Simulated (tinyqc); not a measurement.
Stark shift: stepped quantum well by finite differences.

Finite differences on points z_i at the centres of cells of width h: H_ii = (c/h^2)(1/m_(i-1/2) + 1/m_(i+1/2)) + V_i, H_(i,i+1) = -(c/h^2)/m_(i+1/2), where m_(i+1/2) is the mean of the masses at the two points (the end values are repeated outwards), psi = 0 on the points beyond both ends, c = hbar^2/2m0. The field adds e F (z - z0) with z0 the middle of the structure; 1 kV/cm = 1e-5 eV/angstrom.

Constants: hbar^2/2m0 = 3.80998211 eV angstrom^2.

Parameters, chosen for this exercise (out of a larger set: near those of a strained Si well in SiGe; not measured data): layers = ((18, 0.183, 0.936), (12, 0, 0.935), (24, 0.046, 0.9353), (18, 0.183, 0.936)) (each layer: thickness in angstrom, band edge in eV, mass in m0); hf = 0.375 angstrom (cell width of the fine grid); Fs = (0, 33.3, 66.7, 100, 133, 167, 200) kV/cm (fields).

Fine grid. Perturbation theory: dE1 = e F z_11 - beta (e F)^2 with beta = sum_j z_1j^2/(E_j - E_1) over the 13 next levels at zero field, z from z0.

Levels against field:
```
F (kV/cm)  E1 (eV)  E2 (eV)  dE1 (meV)  second order (meV)  <z - z0> (angstrom)  E2 - E1 (meV)
0           0.0478   0.1008       0.00                0.00                 -5.1           52.9
33.3        0.0460   0.1018      -1.84               -1.84                 -5.9           55.8
66.7        0.0439   0.1028      -3.93               -3.97                 -6.6           58.9
100         0.0416   0.1038      -6.23               -6.37                 -7.2           62.2
133         0.0391   0.1047      -8.71               -9.03                 -7.8           65.6
167         0.0364   0.1055     -11.44              -12.06                 -8.3           69.1
200         0.0336   0.1061     -14.25              -15.28                 -8.7           72.5
```

z_11 = -5.11 angstrom
beta = 1267 angstrom^2/eV

What can be read from this table?

The state sits -5.1 angstrom off the middle at zero field, so the shift starts linearly in F. At 200 kV/cm E1 has moved by -14.25 meV, where second order gives -15.28 meV; they differ by 7.3 % there. The electron moves by -3.6 angstrom, against the rise of the potential. E2 - E1 grows with the field; the ends are 52.9 and 72.5 meV.

Program tinyqc; command `OMP_NUM_THREADS=1 python tinyqc.py 1280639 1280640 out.jsonl`; about 0.02 s on one thread of a shared Intel(R) Xeon(R) Processor @ 2.30GHz.
